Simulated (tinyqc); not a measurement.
Hydrogen passivation of interface dangling bonds: competing passivation and dissociation with distributed barriers: one step, computed by the program tinyqc.

P_b + H2 gives P_bH + H at the rate k_f [H2]; P_bH gives P_b + H at the rate k_d. All defects start unpassivated. E_f and E_d are Gaussian and independent.

Question. Single barriers. [H2] = solubility factor x p; a = k_f0 [H2] exp(-E_f/(k_B T)), d = k_d0 exp(-E_d/(k_B T)). For one pair of barriers the active share is y = [d + a exp(-(a + d) t)]/(a + d). Temperatures in kelvin are T(C) + 273.15.

Inputs (values chosen for the exercise, close to those used for P_b centres at the silicon-oxide interface):

| quantity | value | unit |
|---|---|---|
| passivation prefactor k_f0 | 6.9e-08 | cm^3/s |
| mean passivation barrier E_f | 1.47 | eV |
| spread sigma_f | 0.071 | eV |
| dissociation prefactor k_d0 | 4.8e+12 | 1/s |
| mean dissociation barrier E_d | 2.85 | eV |
| spread sigma_d | 0.094 | eV |
| H2 in the oxide per atm, solubility factor | 1.6e+18 | 1/(cm^3 atm) |
| hydrogen pressure p | 0.05 | atm |
| anneal temperature T | 700 | C |
| anneal time t | 85 | s |

Constants: k_B = 8.617333262e-05 eV/K.

Give: passivation rate a; dissociation rate d; a t; steady active share d/(a + d); active share, single barriers.

Answer.

passivation rate a = 134.6 1/s

dissociation rate d = 0.008348 1/s

a t = 11441

steady active share d/(a + d) = 6.201e-05

active share, single barriers = 6.201e-05

Passivation has run its course, and the balance with dissociation sets the remainder. Caution: single-barrier shares below about 1e-3 are formal; measured passivation levels off well above them.
